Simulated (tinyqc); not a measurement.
Classical Heisenberg spin chain: exact results, Metropolis, heat-bath and over-relaxation steps, and a Monte Carlo run: one step, computed by the program tinyqc. Command: `OMP_NUM_THREADS=1 python tinyqc.py 3130513 3130514 out.jsonl heismc walk`. One thread of a shared host (Intel(R) Xeon(R) Processor @ 2.30GHz), about 0.2 s of CPU time with the checks.

E = -J sum_i s_i . s_(i+1) for unit vectors s_i on an open chain; K = J/(k_B T).

Problem. Exact results. Each bond angle is independent, so u = <s_i . s_(i+1)> = coth K - 1/K, <s_i . s_(i+n)> = u^n, correlation length xi = -1/ln|u|, energy per bond -J u, heat capacity per bond c/k_B = 1 - K^2/sinh^2 K, and for the long chain chi = mu^2 (1 + u)/(3 k_B T (1 - u)) per spin.

Inputs (values chosen for the exercise, for a model chain of large moments): coupling J = 10 meV; temperature T = 31.2 K; moment mu = 5 mu_B.

Constants: k_B = 8.617333262e-05 eV/K; mu_B = 5.7883818060e-05 eV/T.

Give: K; u; xi; energy per bond; heat capacity; chi over the Curie value; chi.

Solution.

K = 3.7194

u = 0.73232

xi = 3.2098 sites

energy per bond = -7.3232 meV

heat capacity = 0.96742 k_B/bond

chi over the Curie value = 6.4715

chi = 1.1611 mu_B/T per spin

For |K| >> 1, |u| = 1 - 1/|K| and xi = |K| - 1/2 = 3.22: the chain orders only at T = 0, and c tends to k_B, not to zero, a failure of classical spins.
